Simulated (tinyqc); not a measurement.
Two-band massive Dirac model of the K valleys: one step. Band edges of the four flavours. Two cases, with inputs chosen for the exercise.

Question. At k = 0: Ec = D/2, Ev = -D/2 + lam tau sz; mass m/m0 = c G/(a t)^2 for both bands, c = hbar^2/2m0; Omega_c(0) = -2 tau a^2 t^2/G^2.

Basis (conduction, valence): H = [[D/2, a t (tau kx - i ky)], [a t (tau kx + i ky), -D/2 + lam tau sz]], valley tau = +/-1, spin sz = +/-1. The gap of a spin and valley is G = D - lam tau sz. Berry curvature Omega = curl of i<u|grad u>; for the conduction band Omega_c = -tau 2 a^2 t^2 G/(G^2 + 4 a^2 t^2 k^2)^(3/2), and Omega_v = -Omega_c.

Constants: hbar^2/2m0 = 3.80998211 eV angstrom^2.

Case 1.

Values chosen (near those used for monolayer MoSe2; not measured data):
- a = 3.317 angstrom (lattice constant)
- D = 1.51 eV (gap parameter)
- t = 0.91 eV (effective hopping)
- lam = 0.097 eV (half the valence spin splitting)

Case 2.

Values chosen (near those used for monolayer MoS2; not measured data):
- a = 3.189 angstrom (lattice constant)
- D = 1.68 eV (gap parameter)
- t = 1.14 eV (effective hopping)
- lam = 0.064 eV (half the valence spin splitting)

Give: Edges.

Answer.

Case 1.

Edges:
```
tau,sz,Ec (eV),Ev (eV),G (eV),mass (m0),Omega_c (angstrom^2)
1,1,0.7550,-0.6580,1.4130,0.5909,-9.127
1,-1,0.7550,-0.8520,1.6070,0.6720,-7.056
-1,1,0.7550,-0.8520,1.6070,0.6720,7.056
-1,-1,0.7550,-0.6580,1.4130,0.5909,9.127
```

The top of the valence band has spin up at tau = +1 and spin down at tau = -1: spin and valley are locked, with 194 meV between the two valence bands (A and B transitions at 1.413 and 1.607 eV, without exciton binding).

Case 2.

Edges:
```
tau,sz,Ec (eV),Ev (eV),G (eV),mass (m0),Omega_c (angstrom^2)
1,1,0.8400,-0.7760,1.6160,0.4658,-10.122
1,-1,0.8400,-0.9040,1.7440,0.5027,-8.691
-1,1,0.8400,-0.9040,1.7440,0.5027,8.691
-1,-1,0.8400,-0.7760,1.6160,0.4658,10.122
```

The top of the valence band has spin up at tau = +1 and spin down at tau = -1: spin and valley are locked, with 128 meV between the two valence bands (A and B transitions at 1.616 and 1.744 eV, without exciton binding).

Computed by tinyqc, one run a case: `OMP_NUM_THREADS=1 python tinyqc.py N N+1 out.jsonl` with N = 1482055, 1482284; one thread of a shared Intel(R) Xeon(R) Processor @ 2.30GHz, about 0.01 s a run at most.
